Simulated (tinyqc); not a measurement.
Switching kinetics of a ferroelectric film and the memory window of a ferroelectric gate stack: one step, computed by the program tinyqc. Command: `OMP_NUM_THREADS=1 python tinyqc.py 3019359 3019360 out.jsonl feswitch walk`. One thread of a shared host (Intel(R) Xeon(R) Processor @ 2.30GHz), about 0.03 s of CPU time with the checks.

Fields in MV/cm; 1 microcoulomb/cm^2 over eps_0 is 11.29409 MV/cm. In the stack (metal, ferroelectric, interlayer, channel) the channel is taken as a conductor.

Question. The hysteresis loop. Saturated branches: P(E) = P_s tanh[(E -/+ E_c)/(2 delta)], delta = E_c/ln[(1 + P_r/P_s)/(1 - P_r/P_s)]; D = P + eps_0 eps_F E.

Inputs (values chosen for the exercise, for a model film):

| quantity | value | unit |
|---|---|---|
| saturation polarisation P_s | 30 | microcoulomb/cm^2 |
| ratio P_r/P_s | 0.74 | - |
| coercive field E_c | 1.3 | MV/cm |
| permittivity of the ferroelectric eps_F | 24 | - |

Give: delta; P on both branches (microcoulomb/cm^2) at E/E_c = -3, -2, -1, -0.5, 0, 0.5, 1, 1.5, 2, 3; peak differential permittivity eps_F + P_s/(2 delta eps_0).

Answer.

delta = 0.6839 MV/cm

P on both branches (microcoulomb/cm^2) at E/E_c = -3, -2, -1, -0.5, 0, 0.5, 1, 1.5, 2, 3:

| E (MV/cm) | rising branch | falling branch |
|---|---|---|
| -3.90 | -29.97 | -28.69 |
| -2.60 | -29.80 | -22.20 |
| -1.30 | -28.69 | 0.00 |
| -0.65 | -26.72 | 13.27 |
| 0.00 | -22.20 | 22.20 |
| 0.65 | -13.27 | 26.72 |
| 1.30 | 0.00 | 28.69 |
| 1.95 | 13.27 | 29.49 |
| 2.60 | 22.20 | 29.80 |
| 3.90 | 28.69 | 29.97 |

peak differential permittivity eps_F + P_s/(2 delta eps_0) = 271.7
